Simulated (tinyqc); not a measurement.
## One-dimensional ballistic tunnel FET, two-band WKB: effect of temperature

A p-type source for x < 0 with its Fermi level at 0 and its valence edge at ds; in the channel the bands fall as D exp(-x/lam) towards their flat values, with the conduction edge at Ec = ds - dP and D = dP + Eg. The gate moves dP one to one. The drain Fermi level lies at -Vd and the drain side reflects nothing. For w = E - Ec between 0 and dP an electron crosses the gap. Two-band dispersion with equal masses m: inside the gap kappa = sqrt(m u (1 - u/Eg)/C), u the distance from a band edge, C = hbar^2/(2 m0).

S(w) = 2 lam int_0^Eg kappa(u) du/(w + Eg - u) = 2 pi lam sqrt(m/(C Eg)) [w + Eg/2 - sqrt(w (w + Eg))], T(w) = exp(-S). I = g (2 q^2/h) int_0^dP T(w) [f(E) - f(E + Vd)] dw, E = ds - dP + w, f(x) = 1/(1 + exp(x/Vt)). Swing = d(dP)/d(log10 I).

Inputs (values chosen for the exercise); band and dielectric values close to those of indium arsenide: band gap Eg = 0.354 eV; band-edge mass of the two-band model m = 0.023 m0; screening length of the source junction lam = 1.9 nm; source valence edge above the source Fermi level ds = 0.1 eV; drain bias Vd = 0.2 V; number of degenerate subbands (spin apart) g = 1; tunnelling window Ev(source) - Ec(channel) dP = 0.41 eV.

Constants: q = 1.602176634e-19 C, kB = 1.380649e-23 J/K, hbar = 1.054571817e-34 J s, h = 6.62607015e-34 J s, m0 = 9.1093837015e-31 kg, Vt = kB T/q, hbar^2/(2 m0) = 0.0380998212 eV nm^2. Results are converted to the units shown.

Result of one run:
```
T (K),I (uA),swing (mV/decade),Vt ln 10 (mV/decade)
350,7.657,1030,69.45
```

What becomes of these results when the temperature T is changed from 350 to 400 K, all else the same?

Result of the changed run:
```
T (K),I (uA),swing (mV/decade),Vt ln 10 (mV/decade)
400,7.579,1007,79.37
```

The whole series:
```
T (K),I (uA),swing (mV/decade),Vt ln 10 (mV/decade)
77,7.828,1110,15.28
150,7.812,1099,29.76
200,7.793,1087,39.68
250,7.763,1071,49.61
300,7.718,1052,59.53
350,7.657,1030,69.45
400,7.579,1007,79.37
```

I falls from 7.83 to 7.58 uA, and the swing falls from 1110 to 1010 mV/decade, while the thermionic limit rises from 15.3 to 79.4 mV/decade. Gap and mass are held fixed. In every row S at w = dP is below 2, where a WKB prefactor of 1 is a rough guess.

Computed by the program tinyqc: `OMP_NUM_THREADS=1 python tinyqc.py 2620097 2620098 out.jsonl`, one thread of a shared Intel Xeon 2.30GHz, about 0.01 s for the whole run.
